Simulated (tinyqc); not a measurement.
UKS/PBE0 in the 6-31g basis, for H3, spin multiplicity 2, step by step (part 3 of 3). Computed by tinyqc, a small Python program that keeps every step (integrals from PySCF). Command: `OMP_NUM_THREADS=1 python tinyqc.py 30330 30331 out.jsonl` (the two numbers bound the seeds that draw the settings). One thread of a shared host (Intel(R) Xeon(R) Processor @ 2.60GHz), about 2 s of CPU time with the checks.

Geometry (angstrom):
```
atom         x         y         z
H     0.000000  0.000000  0.000000
H     0.000000  0.000000  1.451000
H     0.000000  1.256000  0.725000
```

## Populations, bond orders and dipole

D(alpha) after iteration 15, order 1H 1s, 1H 2s, 2H 1s, 2H 2s, 3H 1s, 3H 2s:
$$\begin{pmatrix}
0.150934 & 0.288262 & -0.027843 & -0.144011 & 0.043538 & 0.048564 \\
0.288262 & 0.607064 & -0.144017 & -0.438183 & 0.051208 & 0.057264 \\
-0.027843 & -0.144017 & 0.151124 & 0.288748 & 0.043302 & 0.048071 \\
-0.144011 & -0.438183 & 0.288748 & 0.608262 & 0.050650 & 0.056083 \\
0.043538 & 0.051208 & 0.043302 & 0.050650 & 0.030609 & 0.034062 \\
0.048564 & 0.057264 & 0.048071 & 0.056083 & 0.034062 & 0.037904
\end{pmatrix}$$

D(beta) after iteration 15, order 1H 1s, 1H 2s, 2H 1s, 2H 2s, 3H 1s, 3H 2s:
$$\begin{pmatrix}
0.020741 & 0.023358 & 0.020701 & 0.023306 & 0.047187 & 0.064767 \\
0.023358 & 0.026305 & 0.023314 & 0.026247 & 0.053142 & 0.072940 \\
0.020701 & 0.023314 & 0.020662 & 0.023262 & 0.047098 & 0.064644 \\
0.023306 & 0.026247 & 0.023262 & 0.026189 & 0.053024 & 0.072778 \\
0.047187 & 0.053142 & 0.047098 & 0.053024 & 0.107356 & 0.147353 \\
0.064767 & 0.072940 & 0.064644 & 0.072778 & 0.147353 & 0.202250
\end{pmatrix}$$

overlap S, order 1H 1s, 1H 2s, 2H 1s, 2H 2s, 3H 1s, 3H 2s:
$$\begin{pmatrix}
1.000000 & 0.658292 & 0.064967 & 0.245273 & 0.065142 & 0.245530 \\
0.658292 & 1.000000 & 0.245273 & 0.545373 & 0.245530 & 0.545725 \\
0.064967 & 0.245273 & 1.000000 & 0.658292 & 0.065028 & 0.245363 \\
0.245273 & 0.545373 & 0.658292 & 1.000000 & 0.245363 & 0.545497 \\
0.065142 & 0.245530 & 0.065028 & 0.245363 & 1.000000 & 0.658292 \\
0.245530 & 0.545725 & 0.245363 & 0.545497 & 0.658292 & 1.000000
\end{pmatrix}$$

Mulliken: Z minus the diagonal of D S on the atom; Loewdin: the same with S^(1/2) D S^(1/2); Mayer order: 2 sum_s sum (D(s) S)_ij (D(s) S)_ji over the two atoms.

Charges (e):
```
atom   Mulliken    Loewdin  Mulliken spin
1H    -0.061398  -0.076203       0.707954
2H    -0.061956  -0.076853       0.709545
3H     0.123354   0.153055      -0.417498
```

Mayer bond orders:
```
pair     order
2-1   0.010696
3-1   0.406481
3-2   0.403998
```

dipole moment about the origin, x y z (debye): [0.000000, 0.760879, -0.002279]

<S^2> of the determinant (pure state: 0.75) = 0.886498
